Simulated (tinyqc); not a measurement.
Worked calculation: plane-wave Kohn-Sham cycle with exchange-only LDA in a layered model solid. Computed by tinyqc, a small Python program that keeps every step. Settings: points = 16, plane-wave index or count = 2, electrons = 2, k points = 3, area = 20.0, mixing = 0.5, iteration cap = 68. Command: `OMP_NUM_THREADS=1 python tinyqc.py 21880 21881 out.jsonl` (the two numbers bound the seeds that draw the settings). One thread of a shared host (Intel(R) Xeon(R) Processor @ 2.60GHz), about 0.04 s of CPU time with the checks.

A solid whose potential varies along x alone (atomic units):
```
parameter,value
period a,12.900000
cross-section of the cell,20.000000
electrons per cell,2
grid points,16
"plane waves -n..n, n",2
k points,3
V1 in V1 cos(2 pi x/a),-0.550000
V2 in V2 cos(4 pi x/a),0.110000
```

Stop when sqrt(dV sum R^2) is below 1e-8, dV = a A/N.

Course of the cycle:
```
iteration,E (hartree),norm of the residual
1,-0.9496470,1.53e-01
2,-0.6517428,4.59e-02
3,-0.6289372,2.77e-02
4,-0.6282052,1.38e-02
5,-0.6281612,6.71e-03
6,-0.6281937,3.32e-03
7,-0.6282134,1.65e-03
8,-0.6282212,8.34e-04
9,-0.6282237,4.23e-04
10,-0.6282245,2.16e-04
11,-0.6282247,1.11e-04
...,...,...
58,-0.7838697,1.63e-01
59,-0.7838697,1.63e-01
60,-0.7838697,1.63e-01
61,-0.7838697,1.63e-01
62,-0.7838697,1.63e-01
63,-0.7838697,1.63e-01
64,-0.7838697,1.63e-01
65,-0.7838697,1.63e-01
66,-0.7838697,1.63e-01
67,-0.7838697,1.63e-01
68,-0.7838697,1.63e-01
```

Can the last value be used, and what does the course show?

Not by the stop rule, although the second column moves by less than 1e-07 over the last three steps. Not converged within 68 iterations: the residual has stopped falling. Reruns (cap 100 unless said): mixing 0.1: not converged; mixing 0.5, Kerker q0 1.0: not converged; mixing 0.3, Pulay depth 5: converged in 12 (E = -0.62822); the original settings with a cap of 400: not converged.
